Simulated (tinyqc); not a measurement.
# Cahn-Hilliard equation on a periodic one-dimensional grid, step by step

A worked calculation. Computed by tinyqc, a small Python program that keeps every step. Command: `OMP_NUM_THREADS=1 python tinyqc.py 3020919 3020920 out.jsonl cahn walk`. One thread of a shared host (Intel(R) Xeon(R) Processor @ 2.30GHz), about 0.01 s of CPU time with the checks. Intermediate numbers are printed to about 5 digits and carried at full precision; extremes and crossings named in words are read from the listed rows.

Free energy F = h sum_j [A (c_j^2 - 1)^2/4 + (kappa/2) ((c_(j+1) - c_j)/h)^2]; dc/dt = Lap(mu), mu = A (c^3 - c) - kappa Lap(c), Lap(y)_j = (y_(j+1) - 2 y_j + y_(j-1))/h^2, mobility 1; the grid has n = 16 points.

Inputs (values chosen for the exercise, in reduced units):
```
quantity,value,unit
spacing h,1.4,-
well depth A,0.87,-
gradient coefficient kappa,0.58,-
mean composition c0,-0.29,-
noise amplitude,0.02,-
time step dt,0.9,-
end time,100,-
```

Scheme: semi-implicit Fourier.

## Linear stability

f'' = A (3 c0^2 - 1). Mode m has lambda_m = (4/h^2) sin^2(pi m/n) and the rate w_m = -lambda_m (f'' + kappa lambda_m). In the continuum the fastest wavelength is 2 pi sqrt(2 kappa/|f''|) with the rate f''^2/(4 kappa). Explicit steps near c = +-1, where f'' = 2A, are stable for dt < 2/(16 kappa/h^4 + 8 A/h^2).

f'' = -0.650499

Modes of the grid:
```
m,lambda_m,w_m
1,0.0777,0.0470
2,0.2989,0.1426
3,0.6299,0.1796
4,1.0204,0.0599
5,1.4109,-0.2368
6,1.7419,-0.6268
7,1.9631,-0.9583
8,2.0408,-1.0881
```

fastest wavelength = 8.3905

largest rate = 0.18239

explicit limit of dt = 0.33519

4 mode(s) grow; the fastest on the grid is m = 3, while the box holds 2.67 fastest wavelengths. dt is 2.69 of the explicit limit.

## The first step

random numbers: [0.505, 0.181, 0.148, 0.444, 0.257, -0.270, -0.379, 0.733, -0.431, -0.491, 0.096, -0.038, 0.876, 0.989, 0.014, 0.127]

Start: c_j = c0 + amplitude x (z_j - mean of z). With Fourier components y_m = sum_j y_j exp(-2 pi i j m/n): c_m(new) = [c_m - dt lambda_m N_m]/(1 + dt kappa lambda_m^2), N = A (c^3 - c), lambda_m = (4/h^2) sin^2(pi m/n).

c at the start: [-0.28335, -0.28983, -0.29049, -0.28457, -0.28831, -0.29885, -0.30103, -0.27879, -0.30207, -0.30327, -0.29153, -0.29421, -0.27593, -0.27367, -0.29317, -0.29091]

mu at the start: [0.23088, 0.22925, 0.22945, 0.23039, 0.23199, 0.23431, 0.23094, 0.23717, 0.23229, 0.23575, 0.23634, 0.22761, 0.22652, 0.22670, 0.22670, 0.23011]

c after one step: [-0.28415, -0.28944, -0.29003, -0.28427, -0.28846, -0.29976, -0.29951, -0.28060, -0.30075, -0.30429, -0.29390, -0.29263, -0.27489, -0.27324, -0.29242, -0.29166]

F at the start = 4.0869

F after one step = 4.0868

## The run

Run to the end time; break off if |c| exceeds 3 or F has risen by more than 1e-9 in more than 30 steps. Domains = stretches with c > c0.

Course:
```
step,t,F,min c,max c,domains
0,0.0,4.0869,-0.3033,-0.27367,4
2,1.8,4.0868,-0.3054,-0.27262,3
6,5.4,4.0865,-0.3112,-0.26575,3
11,9.9,4.0855,-0.3233,-0.24865,3
17,15.3,4.0811,-0.3504,-0.20868,3
22,19.8,4.0673,-0.3931,-0.14237,3
33,29.7,3.8279,-0.6304,0.28502,3
44,39.6,3.3970,-0.8502,0.73888,3
61,54.9,2.9384,-0.9282,0.81104,2
78,70.2,2.4111,-0.9702,0.90037,2
94,84.6,2.3872,-1.0091,0.90687,2
111,99.9,2.3812,-1.0088,0.89482,2
```

c at the end: [-0.9691, -0.7369, 0.5700, 0.8495, 0.5488, -0.7532, -0.9821, -1.0088, -1.0052, -0.9677, -0.7020, 0.6416, 0.8948, 0.6426, -0.6998, -0.9624]

F at the end = 2.3812

steps in which F rose = 0

F never rises by more than 1e-9 in a step. The count of domains goes from 4 in the noise to 2 at the end, and c spans -1.009 to 0.895.

## Interfaces

Continuum wall between c = -1 and +1: c = tanh(x/w), w = sqrt(2 kappa/A), energy s = (2/3) sqrt(2 kappa A). With two walls per domain, the estimate of F at the end is 2 x domains x s. Volume fraction of the +1 phase by the lever rule: (1 + c0)/2.

wall half width w = 1.1547

wall energy s = 0.66973

estimate of F = 2.6789

volume fraction = 0.355

w/h = 0.82479

The run ends at F = 2.3812, 0.89 of the estimate: walls this close overlap, or the grid resolves them poorly. Caution: the half width of the wall is below the grid spacing, so the wall is barely resolved and feels the grid.

Checks made by the program: conservation of the mean (relative difference below 1e-10).
